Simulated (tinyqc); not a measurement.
Resistance of a source-drain extension with a graded tip: two steps of the calculation.

y runs along the channel, the gate covers y > 0. The doping is N0 for y < y0 and N0 10^(-(y - y0)/la) beyond, uniform over the depth xj. Sheet conductance s(y) = q mu(N) max(N - Nch, 0) xj + (for y > 0) ma Cox Vo, with mu(N) = u0 + (u1 - u0)/(1 + (N/Nr)^au) and Cox = eps0 eox/tox. Current is taken as one-dimensional; depletion of the tip, spreading and the contact are left out. The metallurgical junction lies at yj, where N = Nch.

Values chosen for this exercise; mobility law close to that of electrons in silicon:
```
symbol   value        unit                                                                 meaning
eox        3.9              relative permittivity of the gate insulator (close to silicon dioxide)
tox        1.4          nm                                                     insulator thickness
N0      1.1e20       cm^-3                        active doping of the extension far from the gate
la         3.3   nm/decade                                                      lateral abruptness
y0         1.9          nm          position under the gate where the fall begins (gate edge at 0)
xj           8          nm                                                  depth of the extension
Nch     9.6e17       cm^-3                                                          channel doping
Vo        0.79           V                                                          gate overdrive
ma         110  cm^2/(V s)                                      mobility of the gate-induced layer
u1        1414  cm^2/(V s)                                                  mobility at low doping
u0        68.5  cm^2/(V s)                                                 mobility at high doping
Nr      9.2e16       cm^-3                                                        reference doping
au       0.711                                                                            exponent
Lg          50          nm                                                             gate length
```

Constants: q = 1.602176634e-19 C, eps0 = 8.8541878128e-14 F/cm where lengths are in cm. Results are converted to the units shown.

Task 1. Sheet resistances and junction position. yj = y0 + la log10(N0/Nch); sheet resistance of the full extension 1/[q mu(N0)(N0 - Nch) xj] and of the gate-induced layer 1/(ma Cox Vo); metallurgical length Lg - 2 yj; ye is where the doped and the gate-induced conductances are equal.

Wanted: yj; sheet resistance of the extension; sheet resistance of the induced layer; metallurgical length; ye; N at ye.

Result 1.

yj = 8.6951 nm
sheet resistance of the extension = 927.21 ohm/square
sheet resistance of the induced layer = 4665.5 ohm/square
metallurgical length = 32.610 nm
ye = 4.5155 nm
N at ye = 1.7734e19 cm^-3

The gate takes over 4.18 nm before the junction, where N is still 18.5 times the channel doping.

Task 2. Resistance of the overlapped part. Midpoint rule on 11 equal steps from 0 to yj: R_ov = sum h/s(y), per width.

Give: y; N; doped conductance; sheet resistance; R_ov.

Result 2.

| point | y (nm) | N (cm^-3) | doped conductance (uS) | sheet resistance (ohm/square) |
|---|---|---|---|---|
| 0 | 0.3952 | 1.100e20 | 1079 | 773.5 |
| 1 | 1.186 | 1.100e20 | 1079 | 773.5 |
| 2 | 1.976 | 1.043e20 | 1027 | 805.8 |
| 3 | 2.767 | 6.009e19 | 619.8 | 1199 |
| 4 | 3.557 | 3.461e19 | 379.8 | 1683 |
| 5 | 4.348 | 1.994e19 | 236.6 | 2218 |
| 6 | 5.138 | 1.149e19 | 149.3 | 2750 |
| 7 | 5.928 | 6.617e18 | 94.20 | 3241 |
| 8 | 6.719 | 3.812e18 | 57.56 | 3678 |
| 9 | 7.509 | 2.196e18 | 31.07 | 4075 |
| 10 | 8.300 | 1.265e18 | 9.737 | 4463 |

R_ov = 20.28 ohm um

tinyqc, about 0.04 s, one thread, Intel Xeon 2.30GHz (shared host): `OMP_NUM_THREADS=1 python tinyqc.py 2282041 2282042 out.jsonl`
